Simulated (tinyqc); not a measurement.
Inside a calculation. Model: molecular dynamics of a small cluster by velocity Verlet steps. Computed by tinyqc, a small Python program that keeps every step. Command: `OMP_NUM_THREADS=1 python tinyqc.py 3025210 3025211 out.jsonl verlet walk`. One thread of a shared host (Intel(R) Xeon(R) Processor @ 2.30GHz), about 0.03 s of CPU time with the checks. Intermediate numbers are printed to about 7 digits and carried at full precision; extremes and crossings named in words are read from the listed rows.

E = sum_i {sum_j A exp(-p (r_ij/r0 - 1)) - xi sqrt(rho_i)}, rho_i = sum_j exp(-2 q (r_ij/r0 - 1)); the force on i is -sum_j w_ij (R_i - R_j)/r_ij with w_ij = -(2p/r0) A exp(-p (r_ij/r0 - 1)) + (xi q/r0) exp(-2 q (r_ij/r0 - 1)) (rho_i^(-1/2) + rho_j^(-1/2)).

Inputs (values chosen for the exercise, for model atoms): length r0 = 2.71 angstrom; repulsion A = 0.15 eV; hopping xi = 1.77 eV; decay p = 10.7; decay q = 3.15; atomic mass M = 159 u; time step dt = 9 fs; steps = 200.

Potential: Gupta. Thermostat: none.

starting positions (angstrom), rows atom 1, atom 2, atom 3, columns x, y, z:
$$\begin{pmatrix}
0.01 & 0.01 & 0.02 \\
2.54 & 0 & 0 \\
1.31 & 2.17 & -0.01
\end{pmatrix}$$

starting velocities (angstrom/fs), rows atom 1, atom 2, atom 3, columns x, y, z:
$$\begin{pmatrix}
-0.00036 & -0.00157 & -0.00072 \\
0.0004 & -0.00037 & -0.00088 \\
-4e-05 & 0.00194 & 0.00161
\end{pmatrix}$$

Constants: 1 eV/(angstrom u) = 9.648533212e-03 angstrom/fs^2; k_B = 8.617333262e-05 eV/K.

## State at the start

Velocity Verlet: a = c F/M with c = 9.648533212e-3 angstrom/fs^2 per eV/(angstrom u); R(new) = R + v dt + a dt^2/2; v(new) = v + (a + a(new)) dt/2. Kinetic energy K = M v^2/(2c); temperature T = 2K/((3N - 3) k_B), rotation of the cluster included.

forces (eV/angstrom), rows atom 1, atom 2, atom 3, columns x, y, z:
$$\begin{pmatrix}
1.700801 & 0.945048 & -0.022115 \\
-1.637511 & 0.901001 & 0.004796 \\
-0.063290 & -1.846049 & 0.017319
\end{pmatrix}$$

potential energy = -7.474570 eV

kinetic energy = 0.08685768 eV

temperature = 335.9805 K

## Step 1

The formulas are those given above.

positions after step 1 (angstrom), rows atom 1, atom 2, atom 3, columns x, y, z:
$$\begin{pmatrix}
0.010940 & -0.001807 & 0.013466 \\
2.539576 & -0.001116 & -0.007908 \\
1.309484 & 2.182923 & 0.004533
\end{pmatrix}$$

new forces (eV/angstrom), rows atom 1, atom 2, atom 3, columns x, y, z:
$$\begin{pmatrix}
1.764863 & 1.019680 & -0.013965 \\
-1.699781 & 0.959879 & 0.015266 \\
-0.065082 & -1.979559 & -0.001301
\end{pmatrix}$$

velocities after step 1 (angstrom/fs), rows atom 1, atom 2, atom 3, columns x, y, z:
$$\begin{pmatrix}
0.000586375 & -0.001033488 & -0.000729852 \\
-0.000511320 & 0.000138154 & -0.000874522 \\
-0.000075055 & 0.000895335 & 0.001614374
\end{pmatrix}$$

total energy = -7.386959 eV

## Step 2

The formulas are those given above.

positions after step 2 (angstrom), rows atom 1, atom 2, atom 3, columns x, y, z:
$$\begin{pmatrix}
0.020555 & -0.008603 & 0.006863 \\
2.530796 & 0.002487 & -0.015741 \\
1.308649 & 2.186116 & 0.019059
\end{pmatrix}$$

new forces (eV/angstrom), rows atom 1, atom 2, atom 3, columns x, y, z:
$$\begin{pmatrix}
1.685530 & 1.015711 & -0.004218 \\
-1.614578 & 0.928454 & 0.024709 \\
-0.070952 & -1.944165 & -0.020491
\end{pmatrix}$$

velocities after step 2 (angstrom/fs), rows atom 1, atom 2, atom 3, columns x, y, z:
$$\begin{pmatrix}
0.001528579 & -0.000477681 & -0.000734817 \\
-0.001416378 & 0.000653804 & -0.000863606 \\
-0.000112201 & -0.000176123 & 0.001608423
\end{pmatrix}$$

total energy = -7.387439 eV

## Fastest vibration

Relax the cluster, diagonalise the Hessian (central differences): omega_max = sqrt(c lambda_max/M). Verlet steps are stable for omega_max dt < 2.

omega_max = 0.04633564 1/fs

shortest period = 135.6016 fs

omega_max dt = 0.4170208

The step is 1/15.1 of the shortest period.

## The trajectory

Spread = largest minus smallest value. The test of the step is the spread (largest minus smallest) of the total energy over the run without thermostat, against the spread of K; the step passes below 5 %. The mean T is over the second half.

Course of the run (evenly spaced rows):
```
step  t (fs)     U (eV)     K (eV)  U + K (eV)     T (K)
0          0  -7.474570  0.0868577   -7.387712   335.981
14       126  -7.583206  0.1929474   -7.390259   746.354
28       252  -7.676887  0.2836732   -7.393214  1097.297
42       378  -7.670681  0.2788358   -7.391845  1078.585
56       504  -7.681775  0.2892868   -7.392489  1119.011
70       630  -7.645684  0.2536257   -7.392058   981.068
84       756  -7.533794  0.1448454   -7.388949   560.287
98       882  -7.447240  0.0601253   -7.387115   232.575
112     1008  -7.454432  0.0671569   -7.387275   259.774
126     1134  -7.557950  0.1685178   -7.389432   651.856
140     1260  -7.638074  0.2465114   -7.391563   953.549
154     1386  -7.663126  0.2719800   -7.391146  1052.066
168     1512  -7.707480  0.3131879   -7.394292  1211.465
182     1638  -7.657463  0.2647570   -7.392706  1024.126
196     1764  -7.543684  0.1540297   -7.389654   595.813
```

spread of the total energy = 0.01429870 eV

spread of the total over spread of K = 0.05275289

mean temperature = 676.6531 K

The total energy spreads by 5.3 % of the swings of K: with omega_max dt = 0.42 the step is too long, below the stability limit of 2 but far too coarse for the fast vibration.

Reruns converge with time step dt = 6.3; or with time step dt = 1.1.
